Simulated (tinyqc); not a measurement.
# Metal gate on a two-layer dielectric stack with fixed charge and a dipole: what changes with what

Gate, layer 2, layer 1, p-type semiconductor; x runs from the gate inwards. Charges are counted in units of +q. psi is the band bending at the surface, positive towards inversion. Classical charge, Boltzmann statistics, no interface traps.

Values chosen for this exercise; band and dielectric values close to those of germanium, layer 1 close to silicon dioxide, layer 2 close to hafnium oxide: temperature T = 300 K; band gap Eg = 0.658 eV; relative permittivity eps_r = 15.7; conduction-band density of states at T Nc = 1.02e19 cm^-3; valence-band density of states at T Nv = 6.05e18 cm^-3; electron affinity chi = 3.94 eV; acceptor density Na = 1.7e18 cm^-3; work function of the gate metal pM = 4.88 eV; thickness of layer 1, next to the semiconductor t1 = 0.9 nm; relative permittivity of layer 1 e1 = 3.8; thickness of layer 2, next to the gate t2 = 5.6 nm; relative permittivity of layer 2 e2 = 21.9; fixed charge at the semiconductor interface Q1 = 4.5e11 cm^-2; fixed charge between the layers Q2 = 1.7e12 cm^-2; uniform charge density in layer 1 r1 = 1.3e18 cm^-3; uniform charge density in layer 2 r2 = -5.5e17 cm^-3; flat-band shift by a dipole layer between the layers Vd = 0 V.

Constants: q = 1.602176634e-19 C, kB = 1.380649e-23 J/K, Vt = kB T/q, eps0 = 8.8541878128e-14 F/cm where lengths are in cm. Results are converted to the units shown.

Each table varies one quantity; the others keep the values above.

## Flat band against the thickness t1

EOT = 3.9 (t1/e1 + t2/e2), Cox = eps0/(t1/e1 + t2/e2); phi_ms = pM - (chi + Eg - Vt ln(Nv/Na)). Vfb = phi_ms + Vd - (q/eps0) [Q1 (t1/e1 + t2/e2) + Q2 t2/e2 + r1 (t1^2/(2 e1) + t1 t2/e2) + r2 t2^2/(2 e2)]: each charge counts with its electrical distance from the gate. ni = sqrt(Nc Nv) exp(-Eg/(2 Vt)), Eg in volts, pB = Vt ln(Na/ni), Vth = Vfb + 2 pB + sqrt(4 q eps0 eps_r Na pB)/Cox.

Result of one run:

| t1 (nm) | EOT (nm) | Vfb (V) | Vth (V) |
|---|---|---|---|
| 1.5 | 2.5367 | 0.17433 | 1.2396 |

What becomes of these results when the thickness of layer 1, next to the semiconductor t1 is changed from 1.5 to 3.5 nm, all else the same?

Result of the changed run:

| t1 (nm) | EOT (nm) | Vfb (V) | Vth (V) |
|---|---|---|---|
| 3.5 | 4.5894 | 0.088492 | 1.5473 |

The whole series:

| t1 (nm) | EOT (nm) | Vfb (V) | Vth (V) |
|---|---|---|---|
| 0.5 | 1.5104 | 0.20797 | 1.0764 |
| 1 | 2.0236 | 0.19192 | 1.1588 |
| 1.5 | 2.5367 | 0.17433 | 1.2396 |
| 2 | 3.0499 | 0.15519 | 1.3188 |
| 2.5 | 3.5630 | 0.13451 | 1.3965 |
| 3 | 4.0762 | 0.11227 | 1.4727 |
| 3.5 | 4.5894 | 0.088492 | 1.5473 |
| 4 | 5.1025 | 0.063163 | 1.6203 |

Vfb falls from 0.208 to 0.0632 V and Vth rises from 1.08 to 1.62 V. The slope dVfb/dEOT is -31.3 mV/nm between the first two rows and -49.4 between the last two: the charge inside the growing layer bends the line. A line through the end rows meets EOT = 0 at 0.269 V, against phi_ms + Vd = 0.315 V; an effective work function read from it is off by -46.0 mV from pM. In every row Na exceeds a tenth of Nv, where Boltzmann statistics begin to fail.

## Flat band against the thickness t2

Same model as above.

Flat band against the thickness t2:

| t2 (nm) | EOT (nm) | Vfb (V) | Vth (V) |
|---|---|---|---|
| 1 | 1.102 | 0.2745 | 1.065 |
| 1.7 | 1.226 | 0.2618 | 1.076 |
| 2.4 | 1.351 | 0.2494 | 1.087 |
| 3.1 | 1.476 | 0.2371 | 1.099 |
| 3.9 | 1.618 | 0.2234 | 1.113 |
| 4.6 | 1.743 | 0.2117 | 1.125 |
| 5.3 | 1.868 | 0.2001 | 1.137 |
| 6 | 1.992 | 0.1888 | 1.150 |

What does the comparison show?

Vfb falls from 0.275 to 0.189 V and Vth rises from 1.06 to 1.15 V. The slope dVfb/dEOT is -102 mV/nm between the first two rows and -90.8 between the last two: the charge inside the growing layer bends the line. A line through the end rows meets EOT = 0 at 0.381 V, against phi_ms + Vd = 0.315 V; an effective work function read from it is off by 65.8 mV from pM. In every row Na exceeds a tenth of Nv, where Boltzmann statistics begin to fail.

Program tinyqc, `OMP_NUM_THREADS=1 python tinyqc.py 2010122 2010123 out.jsonl`; Intel Xeon 2.30GHz, shared host, one thread, about 0.01 s.
